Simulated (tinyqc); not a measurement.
Inside a calculation: five-level k.p model folded onto the conduction band. Values are carried at full precision from step to step, so a last printed digit may differ when a step is redone from the rounded ones.

Second-order sums for the lowest conduction level at E: 1/m = 1 + Cm + (Ep/3)(2/E + 1/(E + Dso)) - (Ep2/3)(2/(E7 + D2 - E) + 1/(E7 - E)); g/2 = 1 + Cg - (Ep/3)(1/E - 1/(E + Dso)) - (Ep2/3)(1/(E7 - E) - 1/(E7 + D2 - E)). E is counted from the top of the valence band; E = Eg at the edge.

Constants: hbar^2/2m0 = 3.80998211 eV angstrom^2.

Values chosen for the exercise (near those of CdTe; not measured data): Eg = 1.6 eV (gap at Gamma to the s-like level); Dso = 0.905 eV (spin-orbit splitting); Ep = 18.9 eV (Kane energy); E7 = 5.31 eV (upper Gamma7 conduction level, from the valence top); D2 = 0.29 eV (its spin-orbit splitting, Gamma8 above Gamma7); Ep2 = 1.9 eV (Kane energy to the upper levels); Cm = -0.8 (remote term in 1/m); Cg = 0 (remote term in g/2); k = 0.091 1/angstrom (wave vector along z).

## Mass and g factor term by term

Evaluate at E = Eg.

Terms:

| level | part of 1/m | part of g |
|---|---|---|
| free + remote | 0.2000 | 2.0000 |
| Gamma8 valence | 7.8750 | -7.8750 |
| Gamma7 valence | 2.5150 | 5.0299 |
| Gamma8 upper | -0.3167 | 0.3167 |
| Gamma7 upper | -0.1707 | -0.3414 |

m = 0.0990 m0
g = -0.870

The valence levels give 10.39 to 1/m and the upper levels take 0.49 away. In g the two valence terms nearly cancel when Dso is small against Eg; here Dso/Eg = 0.57 and they leave -2.845, the upper pair -0.025.

## The matrix at one k

For k along z and one spin sector the level c couples to four states. With c0 = hbar^2/2m0, P = sqrt(Ep c0), P2 = sqrt(Ep2 c0): diagonal Eg + (1 + Cm) c0 k^2 for c, and 0, -Dso, E7 + D2, E7 for lh, so, G8 up, G7 up (their own dispersion is left out); couplings of c: sqrt(2/3) P k to lh, sqrt(1/3) P k to so, sqrt(2/3) P2 k to G8 up, sqrt(1/3) P2 k to G7 up (phases chosen real).

Fill in the matrix.

H (eV):
```
             c       lh        so    G8 up    G7 up
c      1.60631  0.63050   0.44583  0.19991  0.14136
lh     0.63050        0         0        0        0
so     0.44583        0  -0.90500        0        0
G8 up  0.19991        0         0  5.60000        0
G7 up  0.14136        0         0        0  5.31000
```

## Exact folding onto c

Solve E = H_cc + S(E), S(E) = sum_j H_cj^2/(E - H_jj), from E = H_cc, by plain substitution and by Newton steps on E - H_cc - S(E). The weight of c in the state is Z = 1/(1 - dS/dE). The exact level is the third eigenvalue of H from below.

Iterates (eV):

| step | substitution | Newton |
|---|---|---|
| 0 | 1.60631 | 1.60631 |
| 1 | 1.91754 | 1.86795 |
| 2 | 1.86730 | 1.87350 |
| 3 | 1.87439 | 1.87350 |
| 4 | 1.87337 | 1.87350 |
| 5 | 1.87352 | 1.87350 |
| 6 | 1.87350 | 1.87350 |
| 7 | 1.87350 | 1.87350 |

exact level = 1.87350 eV
Z = 0.8745

Substitution multiplies the error by about dS/dE = 1 - 1/Z = -0.144 a step, so it alternates; after 7 steps it is off by 3.8e-07 eV, while Newton is within 1e-5 eV from step 2 on.

## Loewdin series

Expanding E = H_cc + S(E) about Eg in powers of k^2, with s_n = sum_j H_cj^2/(Eg - H_jj)^n: order k^2: e2 = (1 + Cm) c0 k^2 + s1; order k^4: e4 = -s2 e2; order k^6: e6 = s3 e2^2 + s2^2 e2.

Give each order and the partial sums, counted from Eg.

s1 (eV), s2 (no unit), s3 (1/eV); (1 + Cm) c0 k^2 is H_cc - Eg: 0.31243  0.19091  0.10868

e2, e4, e6 (eV): 0.31874  -0.06085  0.02266

partial sums (eV): 0.31874  0.25789  0.28055

The exact value is 0.27350 eV; the errors of the partial sums are +45.24, -15.61 and +7.05 meV.

## Checks

- Curvature of the exact level at small k against the sum for 1/m: both 10.103.

tinyqc: `OMP_NUM_THREADS=1 python tinyqc.py 1050464 1050465 out.jsonl`; about 0.01 s, one thread, shared Intel(R) Xeon(R) Processor @ 2.30GHz.
